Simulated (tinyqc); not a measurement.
Raman shift of the zone-centre optical phonon of a diamond-structure crystal under stress: one step, computed by the program tinyqc.

Axes x, y, z are the cube axes. Strain shifts the threefold optical mode and can split it; p, q and r are the phonon deformation potentials.

Question. The line seen from a (001) surface. Backscattering from a (001) surface: incident polarisation (cos phi, sin phi, 0). With Raman tensors (R_z)_xy = (R_z)_yx = 1 and cyclic, only the z component u_z of a mode counts: I = u_z^2 sin^2(2 phi) for parallel and u_z^2 cos^2(2 phi) for crossed polarisers. An unresolved line sits at the intensity-weighted shift, which is M_zz/(2 omega_0).

Inputs (values chosen for the exercise, modelled on silicon): stress sigma (tension positive) = -2 GPa; polarisation angle phi = 30 degree.

Stress state: uniaxial. Axis: [110].

M/(2 omega_0) (1/cm):
```
          x         y         z
x  3.456473  2.347697  0.000000
y  2.347697  3.456473  0.000000
z  0.000000  0.000000  4.573064
```

Give: total intensity, parallel; total intensity, crossed; shift of the observed line; shift per stress; stress per shift.

Answer.

total intensity, parallel = 0.75

total intensity, crossed = 0.25

shift of the observed line = 4.573 1/cm

shift per stress = -2.287 1/(cm GPa)

stress per shift = -437.3 MPa cm

The z-polarised mode is an eigenmode here, so one line is seen.
